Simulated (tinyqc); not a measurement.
# Resistance of a source-drain extension with a graded tip: two studies

y runs along the channel, the gate covers y > 0. The doping is N0 for y < y0 and N0 10^(-(y - y0)/la) beyond, uniform over the depth xj. Sheet conductance s(y) = q mu(N) max(N - Nch, 0) xj + (for y > 0) ma Cox Vo, with mu(N) = u0 + (u1 - u0)/(1 + (N/Nr)^au) and Cox = eps0 eox/tox. Current is taken as one-dimensional; depletion of the tip, spreading and the contact are left out. The metallurgical junction lies at yj, where N = Nch.

Values chosen for this exercise; mobility law close to that of electrons in silicon: relative permittivity of the gate insulator (close to silicon dioxide) eox = 3.9; insulator thickness tox = 1.2 nm; active doping of the extension far from the gate N0 = 1.2e20 cm^-3; lateral abruptness la = 2.6 nm/decade; position under the gate where the fall begins (gate edge at 0) y0 = 1.1 nm; depth of the extension xj = 10 nm; channel doping Nch = 5.5e17 cm^-3; spacer length Ls = 22 nm; gate overdrive Vo = 0.76 V; mobility of the gate-induced layer ma = 81 cm^2/(V s); mobility at low doping u1 = 1414 cm^2/(V s); mobility at high doping u0 = 68.5 cm^2/(V s); reference doping Nr = 9.2e16 cm^-3; exponent au = 0.711; gate length Lg = 60 nm.

Constants: q = 1.602176634e-19 C, eps0 = 8.8541878128e-14 F/cm where lengths are in cm. Results are converted to the units shown.

Each table varies one quantity; the others keep the values above.

## Abruptness at a fixed junction position

R_spacer = integral of dy/s from -Ls to 0, R_ov from 0 to yj, R_channel = (Lg - 2 yj)/(ma Cox Vo), R_total = 2 R_spacer + 2 R_ov + R_channel. Electrical length L_eff = ma Cox dR_total/d(1/Vo); R_series = R_total - L_eff/(ma Cox Vo). y0 is moved with la so that yj stays at 7.1809 nm.

The same in every row: yj (nm) = 7.181; R_channel (ohm um) = 257.6.

Results:

| la (nm/decade) | R_spacer (ohm um) | R_ov (ohm um) | R_total (ohm um) | L_eff (nm) | R_series (ohm um) |
|---|---|---|---|---|---|
| 1 | 15.00 | 10.06 | 307.7 | 47.45 | 39.87 |
| 2.3 | 15.00 | 17.46 | 322.5 | 49.60 | 42.58 |
| 3.6 | 15.39 | 24.57 | 337.6 | 51.71 | 45.65 |
| 4.9 | 20.20 | 29.05 | 356.1 | 53.42 | 54.60 |
| 7.4 | 43.77 | 33.07 | 411.3 | 55.35 | 98.84 |
| 8.7 | 61.83 | 34.18 | 449.7 | 55.96 | 133.8 |
| 10 | 82.95 | 34.99 | 493.5 | 56.42 | 175.0 |

Estimate the missing row, la = 6.1 nm/decade.

Computed row:

| la (nm/decade) | R_spacer (ohm um) | R_ov (ohm um) | R_total (ohm um) | L_eff (nm) | R_series (ohm um) |
|---|---|---|---|---|---|
| 6.1 | 29.42 | 31.44 | 379.3 | 54.52 | 71.59 |

With this row back in the table: As la goes from 1 to 10 nm/decade, R_total rises from 308 to 494 ohm um, R_spacer rises from 15.0 to 82.9 ohm um and R_ov rises from 10.1 to 35.0 ohm um. R_total changes on average by 20.6 ohm um for each nm/decade. L_eff exceeds the metallurgical length by 1.81 nm in the first row and 10.8 nm in the last, since the gate also controls the lightly doped tips.

## Effect of the depth of the extension

Same model as above.

The same in every row: yj (nm) = 7.181; R_channel (ohm um) = 257.6.

Results:

| xj (nm) | R_spacer (ohm um) | R_ov (ohm um) | R_total (ohm um) | L_eff (nm) | R_series (ohm um) |
|---|---|---|---|---|---|
| 4 | 37.49 | 25.27 | 383.1 | 52.26 | 88.12 |
| 7.7 | 19.48 | 20.91 | 338.4 | 50.68 | 52.31 |
| 11 | 13.63 | 18.54 | 322.0 | 49.88 | 40.39 |
| 15 | 9.998 | 16.53 | 310.7 | 49.24 | 32.74 |
| 21 | 7.142 | 14.44 | 300.8 | 48.60 | 26.43 |
| 29 | 5.171 | 12.54 | 293.0 | 48.06 | 21.75 |
| 40 | 3.749 | 10.77 | 286.7 | 47.59 | 18.04 |

Estimate the missing row, xj = 5.6 nm.

Computed row:

| xj (nm) | R_spacer (ohm um) | R_ov (ohm um) | R_total (ohm um) | L_eff (nm) | R_series (ohm um) |
|---|---|---|---|---|---|
| 5.6 | 26.78 | 23.04 | 357.3 | 51.43 | 66.91 |

With this row back in the table: As xj goes from 4 to 40, R_total falls from 383 to 287 ohm um, L_eff falls from 52.3 to 47.6 nm and R_series falls from 88.1 to 18.0 ohm um.

Program tinyqc, `OMP_NUM_THREADS=1 python tinyqc.py 2282211 2282212 out.jsonl`; Intel Xeon 2.30GHz, shared host, one thread, about 0.03 s.
